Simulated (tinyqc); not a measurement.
# Inputs raised by 5 %, one at a time

Model: Raman line shape of confined optical phonons and breathing modes of small crystals. Computed by tinyqc, a small Python program. Command: `OMP_NUM_THREADS=1 python tinyqc.py 3008979 3008980 out.jsonl confine sens`. One thread of a shared host (Intel(R) Xeon(R) Processor @ 2.30GHz), about 0.04 s of CPU time with the checks.

Confinement in 2 direction(s) lets phonons with q away from zero scatter light. q is in units of 2 pi/a, from 0 to 1, and the branch is isotropic: omega(q)^2 = (omega_0^2 + omega_X^2)/2 + ((omega_0^2 - omega_X^2)/2) cos(pi q). The model and its constant beta are phenomenological; beta = 8 is the common choice.

Inputs (values chosen for the exercise, modelled on germanium): bulk frequency omega_0 = 300.8 1/cm; frequency at the zone boundary omega_X = 236 1/cm; natural width Gamma_0 = 2.4 1/cm; lattice constant a = 5.658 angstrom; size L = 3.4 nm; confinement constant beta = 3.

Shape: wire.

Method:
- Weight W(q) = q^1 exp(-(2 L q/a)^2/(2 beta)) dq, that is exp(-k^2 L^2/(2 beta pi^2)) for k = 2 pi q/a.
- I(omega) = int W(q) / [(omega - omega(q))^2 + (Gamma_0/2)^2] dq / int W dq x (Gamma_0/2)^2, by 400 Gauss-Legendre points on 0 < q < min(1, 2.5 a sqrt(2 beta)/L).
- The peak is the maximum of I; the width is taken between the half-maximum points, and the asymmetry is the low-side half-width over the high-side one.

Runs:
```
input moved                   from    to  peak shift (1/cm)  full width (1/cm)  asymmetry
base run                         -     -            -1.7133             8.2813     2.7786
natural width Gamma_0 (1/cm)   2.4  2.52            -1.7556             8.4131     2.7134
size L (nm)                    3.4  3.57            -1.6292             7.7513     2.6514
confinement constant beta        3  3.15            -1.7569             8.5652     2.8449
```

Exponents ln(y'/y) / ln(x'/x):
```
input                      peak shift  full width  asymmetry
natural width Gamma_0           0.500       0.324     -0.487
size L                         -1.032      -1.356     -0.960
confinement constant beta       0.515       0.691      0.483
```

To which inputs is each result most sensitive?

Among the inputs moved here: peak shift answers most in size to size L (exponent -1.032), next to confinement constant beta (+0.515). Full width answers most in size to size L (exponent -1.356), next to confinement constant beta (+0.691). Asymmetry answers most in size to size L (exponent -0.960), next to natural width Gamma_0 (-0.487).

Extremes, crossings and ranges named in words are read from the listed rows.
